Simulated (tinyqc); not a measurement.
# Pillar capacitor in an array: capacitance, non-linearity, leakage and relaxation: effects of single changes

A film between two metal electrodes, each interface adding a series capacitance ci. The small-signal permittivity is ek (1 + aq E^2); the field is found with the linear permittivity. Leakage J = J0 sinh(E/Ef). After a voltage step the film passes a relaxation current kr C V tt^(-nr), tt being the time in seconds. The sidewall is a coaxial capacitor with radii a = dm/2 and b = dm/2 + t, depth AR dm; the end face is left out.

Parameters, values chosen for the exercise; permittivity of the order of that of zirconium oxide:
- ek = 36.5 (relative permittivity of the film)
- t = 13 nm (film thickness)
- ci = 79 uF/cm^2 (capacitance of each electrode interface (dead layer and screening))
- aq = 0.0081 cm^2/MV^2 (quadratic field coefficient of the permittivity)
- V = 0.8 V (bias)
- nr = 0.949 (exponent of the relaxation current)
- kr = 0.0015 (strength of the relaxation)
- J0 = 2e-11 A/cm^2 (leakage prefactor)
- Ef = 0.2 MV/cm (field for an e-fold rise of the leakage)
- dm = 46 nm (diameter of the pillar)
- pt = 130 nm (pitch of the square array)
- rho = 110 uohm cm (resistivity of the inner electrode)
- t0 = 2e-8 s (duration of the write pulse)

Constants: eps0 = 8.8541878128e-14 F/cm where lengths are in cm. Results are converted to the units shown.

Each table varies one quantity; the others keep the values above.

## Capacitance, non-linearity and leakage against thickness

Planar film: Cf = eps0 ek/t, 1/C = 1/Cf + 2/ci, EOT = 3.9 eps0/C, effective permittivity C t/eps0, E = (V/t) C/Cf; quadratic coefficient [C(V)/C - 1]/V^2 with Cf (1 + aq E^2) in C(V).

Results:
```
t (nm),C (uF/cm^2),EOT (nm),effective permittivity,E (MV/cm),quadratic coefficient (ppm/V^2),J (A/cm^2)
2.5,9.740,0.3545,27.50,2.411,5.479e4,1.719e-6
3.7,7.153,0.4828,29.89,1.771,3.234e4,6.996e-8
5.5,5.115,0.6751,31.77,1.266,1.763e4,5.617e-9
12,2.521,1.370,34.17,0.6241,4614,2.262e-10
18,1.717,2.011,34.91,0.4251,2188,8.259e-11
27,1.162,2.972,35.43,0.2876,1016,3.974e-11
40,0.7917,4.361,35.77,0.1960,476.4,2.289e-11
60,0.5314,6.498,36.01,0.1315,216.0,1.412e-11
```

Estimate the missing row, t = 8.2 nm.

Computed row:
```
t (nm),C (uF/cm^2),EOT (nm),effective permittivity,E (MV/cm),quadratic coefficient (ppm/V^2),J (A/cm^2)
8.2,3.584,0.9636,33.19,0.8871,9051,8.438e-10
```

With this row back in the table: C falls from 9.74 to 0.531 uF/cm^2 while the effective permittivity goes from 27.5 to 36.0 (ek = 36.5). EOT is a straight line in t with slope 3.9/ek = 0.107 and intercept 0.0874 nm. The quadratic coefficient goes as t^(-1.34) between the first two rows and t^(-1.95) between the last two (-2 without interfaces), and J falls by 5.09 decades. For t = 2.5, 3.7 direct tunnelling, left out, would add to the leakage.

## Cell against the aspect ratio

Per length 1/c = ln(b/a)/(2 pi eps0 ek) + (1/a + 1/b)/(2 pi ci); cell capacitance c AR dm; per footprint over pt^2; fields c V/(2 pi eps0 ek r) at r = a and b; resistance of the inner electrode rho AR dm/(pi a^2); time constant R C/3 of the distributed line.

The same in every row: field at a (MV/cm) = 0.7289; field at b (MV/cm) = 0.4657.

Cell against the aspect ratio:
```
AR,cell capacitance (fF),per footprint (uF/cm^2),R (kohm),R C/3 (ps)
5,0.9788,5.791,0.1522,0.04967
10,1.958,11.58,0.3045,0.1987
20,3.915,23.17,0.6089,0.7947
30,5.873,34.75,0.9134,1.788
50,9.788,57.91,1.522,4.967
70,13.70,81.08,2.131,9.735
100,19.58,115.8,3.045,19.87
```

What does the comparison show?

As AR goes from 5 to 100, the cell capacitance rises from 0.979 to 19.6 fF, the capacitance per footprint rises from 5.79 to 116 uF/cm^2, the ratio of the two fields stays at 1.57 and R C/3 rises from 0.0497 to 19.9 ps; the time constant goes as AR^(2.00) between the first two rows and AR^(2.00) between the last two.

## Charge lost after writing

Planar film: Cf = eps0 ek/t, 1/C = 1/Cf + 2/ci, EOT = 3.9 eps0/C, effective permittivity C t/eps0, E = (V/t) C/Cf. A capacitor written for t0 and then left open loses, as a share of C V, kr (tt^(1 - nr) - t0^(1 - nr))/(1 - nr) by relaxation and J tt/(C V) by leakage; both are taken as small, and rows far outside that range are left out.

The same in every row: leakage current (nA/cm^2) = 0.1802.

Charge lost after writing:
```
tt (s),relaxation current (nA/cm^2),loss by relaxation (%),loss by leakage (%),total loss (%)
1e-6,1.387e6,0.2630,9.633e-9,0.2630
1e-5,1.560e5,0.4441,9.633e-8,0.4441
0.0001,1.755e4,0.6478,9.633e-7,0.6478
0.001,1973,0.8770,9.633e-6,0.8770
0.01,221.9,1.135,9.633e-5,1.135
0.1,24.96,1.424,9.633e-4,1.425
1,2.807,1.750,0.009633,1.760
10,0.3156,2.117,0.09633,2.213
100,0.03550,2.529,0.9633,3.492
1000,0.003992,2.992,9.633,12.63
```

What does the table show?

The two currents are equal at tt = 18.0 s. The loss by relaxation grows from 0.263 to 2.99 %, by 0.181 points over the first decade and 0.464 over the last, while the loss by leakage grows tenfold a decade. Leakage is the larger loss for tt = 1000 s. For tt = 1000 the falling voltage would already cut the leakage, so the linear estimate overstates the loss.

tinyqc, about 0.01 s, one thread, Intel Xeon 2.30GHz (shared host): `OMP_NUM_THREADS=1 python tinyqc.py 2102081 2102082 out.jsonl`
